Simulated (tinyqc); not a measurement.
Recursion (Haydock) method for the local density of states: impurity site of a cubic lattice: one step. The coefficients.

One orbital a site at energy 0, hopping -t to the 6 nearest neighbours of a cubic lattice; the start u0 is a site in the bulk, with energy V. Recursion: a_n = <u_n|H|u_n>, b_(n+1) u_(n+1) = (H - a_n) u_n - b_n u_(n-1), b > 0. G(z) = 1/(z - a0 - b1^2/(z - a1 - b2^2/(...))), z = E + i eta. After n levels the tail is b_n^2 T with the square-root terminator T = (z - sqrt(z - 2b) sqrt(z + 2b))/(2 b^2), b = 3t so that the band edges lie at -/+ 6t.

Values chosen for the exercise:
- t = 0.99 eV (hopping)
- V = 4.3 eV (shift of the starting site)
- n = 5 (levels kept)

Task: Carry the recursion for n levels; the lattice is large enough that no wall is met.

Give: Coefficients.

Result:

Coefficients:
```
n  a_n (eV)  b_(n+1) (eV)  b_(n+1)^2/t^2
0    4.3000       2.42499         6.0000
1    0.0000       2.97000         9.0000
2    0.0000       3.04245         9.4444
3    0.0000       2.89574         8.5556
4    0.0000       3.01861         9.2970
```

b1^2/t^2 = 6 counts the neighbours of the start. Only a0 = V differs from zero: u_n lies on one sublattice and is orthogonal to the start. The b_n tend to a quarter of the band width, 2.970 eV.

(tinyqc, `OMP_NUM_THREADS=1 python tinyqc.py 1450574 1450575 out.jsonl`, Intel(R) Xeon(R) Processor @ 2.30GHz, 1 thread, shared host, about 0.1 s.)
